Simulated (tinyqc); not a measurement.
From results back to parameters: defect, radiative and Auger recombination at equal electron and hole densities (ABC model). Three cases, with inputs chosen for the exercise.

Problem. The peak efficiency, the current at the peak and the differential lifetime there, tau_p = 1/(Ae + 2 B n_p + 3 C n_p^2), are given; Ae, B and C are hidden. n_p = sqrt(Ae/C), Q = B/sqrt(Ae C), IQE_max = Q/(Q + 2).

J/(e d) = Ae n + B n^2 + C n^3 with Ae = A + 4 S/w (four side walls, carriers spread evenly), e = 1.602176634e-19 C, lengths in cm; internal efficiency IQE = B n^2/(Ae n + B n^2 + C n^3); all injected carriers recombine in the layer.

Find: Q; Ae; n_p; B; C.

Method. Q = 2 IQE/(1 - IQE). At the peak B n = Q Ae and C n^2 = Ae, so 1/tau_p = Ae (4 + 2Q) and J = e d Ae n_p (2 + Q); B and C follow.

Case 1.

Values chosen (out of a larger set: orders of magnitude like those quoted for InGaAs; not measured data): d = 42 nm (active thickness).

IQE_max = 0.795666
J at the peak = 15.1505 A/cm^2
tau_p = 8.96200 ns

Solution.

Q = 7.79
Ae = 5.70e+06 1/s
n_p = 4.04e+17 1/cm^3
B = 1.1e-10 cm^3/s
C = 3.5e-29 cm^6/s

Case 2.

Values chosen (out of a larger set: orders of magnitude like those quoted for GaAs; not measured data): d = 160 nm (active thickness).

IQE_max = 0.972444
J at the peak = 3498.86 A/cm^2
tau_p = 0.943712 ns

Solution.

Q = 70.6
Ae = 7.30e+06 1/s
n_p = 2.58e+18 1/cm^3
B = 2.0e-10 cm^3/s
C = 1.1e-30 cm^6/s

Case 3.

Values chosen (out of a larger set: orders of magnitude like those quoted for Si; not measured data): d = 130000 nm (active thickness).

IQE_max = 0.00491144
J at the peak = 14.0615 A/cm^2
tau_p = 7107.78 ns

Solution.

Q = 0.00987
Ae = 3.50e+04 1/s
n_p = 9.60e+16 1/cm^3
B = 3.6e-15 cm^3/s
C = 3.8e-30 cm^6/s

Computed by tinyqc, one run a case: `OMP_NUM_THREADS=1 python tinyqc.py N N+1 out.jsonl` with N = 1650027, 1650123, 1650176; one thread of a shared Intel(R) Xeon(R) Processor @ 2.30GHz, about 0.01 s a run at most.
